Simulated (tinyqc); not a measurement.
Inside a calculation. Model: hexagonal on-chip spiral inductor, lumped pi model.

Computed by the program tinyqc: `OMP_NUM_THREADS=1 python tinyqc.py 2302210 2302211 out.jsonl`, one thread of a shared Intel Xeon 2.30GHz, about 0.01 s for the whole run. Printed values are rounded.

Outer diameter do = di + 2 n wd + 2 (n - 1) sp, mean da = (do + di)/2, fill p = (do - di)/(do + di), length l = 3.464 n da. L = 2.33 mu0 n^2 da/(1 + 3.82 p), mu0 = 4 pi 1e-7 H/m. Rs = rho l/(wd delta (1 - exp(-th/delta))), delta = sqrt(rho/(pi f mu0)). Cs = n wd^2 eps0 eo/hu across the coil. At each end Cox = l wd eps0 eo/(2 ho) leads to the substrate branch Rsi = 2 rs he/(l wd) in parallel with Csi = l wd eps0 11.7/(2 he). With one end grounded Y = 1/(Rs + i w L) + i w Cs + 1/[1/(i w Cox) + 1/(1/Rsi + i w Csi)], w = 2 pi f; Q = -Im Y/Re Y. Eddy currents in neighbouring turns and in the substrate are left out.

Inputs (values chosen for the exercise); values of the order met in silicon radio-frequency processes:
```
symbol  value     unit                                     meaning
n         3.5                                      number of turns
wd          8       um                                  line width
sp          3       um                         space between turns
di        100       um                              inner diameter
th          3       um                             metal thickness
rho       1.9  uohm cm                           metal resistivity
ho        8.3       um                        oxide below the coil
hu        1.2       um            oxide between coil and underpass
eo        4.1                   relative permittivity of the oxide
rs          1   ohm cm                       substrate resistivity
he         50       um  effective spreading depth in the substrate
f         4.3      GHz                                   frequency
```

Constants: eps0 = 8.8541878128e-12 F/m. Results are converted to the units shown.

## Geometry and model elements

do, l, L, delta, Rs, Cs, Cox, Rsi and Csi as defined.

do = 171 um
l = 1642.802 um
L = 2.429041 nH
delta = 1.057944 um
Rs = 3.917851 ohm
Cs = 6.776405 fF
Cox = 28.74086 fF
Rsi = 76.08951 ohm
Csi = 13.61475 fF

Rs is 3.01 times the direct-current value in this empirical form, which overstates the skin effect of a flat slab when delta is near th and so stands in for some current crowding.

## Admittance, quality factor and apparent inductance

Series branch 1/(Rs + i w L), substrate branch, total Y, Q = -Im Y/Re Y, apparent inductance Im(1/Y)/w, metal-only value w L/Rs, share of the loss in the substrate Re(substrate branch)/Re Y.

series branch = 0.90643-15.18349i mS
substrate branch = 0.0455345+0.7725469i mS
Y = 0.95197-14.22786i mS
Q = 14.94572
apparent inductance = 2.589835 nH
w L/Rs = 16.75079
share of the loss in the substrate = 4.783192 %

Q is 89.2 % of the metal-only value.
